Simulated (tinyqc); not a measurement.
Thickness from the minima: X-ray reflectivity of a thin film on silicon: critical angles, Parratt recursion, fringes and roughness. Computed by tinyqc, a small Python program. Command: `OMP_NUM_THREADS=1 python tinyqc.py 3121480 3121481 out.jsonl xrr walk`. One thread of a shared host (Intel(R) Xeon(R) Processor @ 2.30GHz), about 0.01 s of CPU time with the checks.

n = 1 - delta + i beta; the classical electron radius is r_e = 2.8179403e-6 nm. Layer 0 is vacuum, 1 the film, 2 the substrate.

Inputs (values chosen for the exercise, modelled on ruthenium on silicon, copper K-alpha radiation):
```
quantity                                        value     unit
wavelength lambda                             0.15406       nm
film density rho                                 12.6   g/cm^3
effective electrons per unit mass, film         0.432    mol/g
beta/delta, film                                0.079        -
film thickness d                                 36.3       nm
roughness of the surface sigma_1                 0.57       nm
roughness of the interface sigma_2               0.61       nm
substrate density                                2.33   g/cm^3
effective electrons per unit mass, substrate    0.507    mol/g
beta/delta, substrate                           0.023        -
grazing angle theta                              1.69  degrees
```

Constants: N_A = 6.02214076e+23 1/mol.

Method:
- delta = r_e lambda^2 rho_e/(2 pi), rho_e = density x electrons per mass x N_A; critical angle sqrt(2 delta), q_c = 4 sqrt(pi r_e rho_e).
- k_j = (2 pi/lambda) sqrt(sin^2 theta - 2 delta_j + 2 i beta_j); r_ij = (k_i - k_j)/(k_i + k_j) x exp(-2 k_i k_j sigma^2) (Nevot-Croce); r = (r_01 + r_12 p)/(1 + r_01 r_12 p), p = exp(2 i k_1 d); R = |r|^2.
- Far above the critical angle the period is d theta = lambda/(2 d), or 2 pi/d in q; the envelope runs between (|r_01| - |r_12 p|)^2 and (|r_01| + |r_12 p|)^2; contrast = 2 a b/(a^2 + b^2) with a = |r_01|, b = |r_12 p|; roughness factors on the amplitudes are about exp(-q^2 sigma^2/2).
- Minima of R theta^4 are located on 6001 points over 7.5 periods, from 1.15 times the larger critical angle. With refraction, sin^2(theta_m) = 2 delta + m^2 (lambda/(2 d))^2, m integer or half-integer; the first six minima are used, and the first order is the one that minimises the largest residual of the least-squares line plus the distance of its intercept from 2 delta. Without refraction, d = lambda/(2 x mean step of sin theta).

Constants:
```
layer      rho_e (1/nm^3)        delta         beta  critical angle (degrees)  q_c (1/nm)
film              3277.97  3.48929e-05  2.75654e-06                  0.478637    0.681402
substrate          711.40  7.57263e-06  1.74170e-07                  0.222977    0.317437
```

period in theta = 0.121584 degrees

Minima:
```
order m  theta (degrees)  sin^2 theta
3                 0.6029   1.1071e-04
4                 0.6831   1.4214e-04
5                 0.7743   1.8262e-04
6                 0.8731   2.3219e-04
7                 0.9770   2.9076e-04
8                 1.0846   3.5832e-04
```

d with refraction = 36.301 nm

d without refraction = 45.810 nm

What follows from these numbers?

Against d = 36.3 nm the errors are 0.00 % with and +26.20 % without refraction. The orders are integers, as r_01 and r_12 have opposite signs for a film denser than the substrate.

Extremes, crossings and ranges named in words are read from the listed rows.
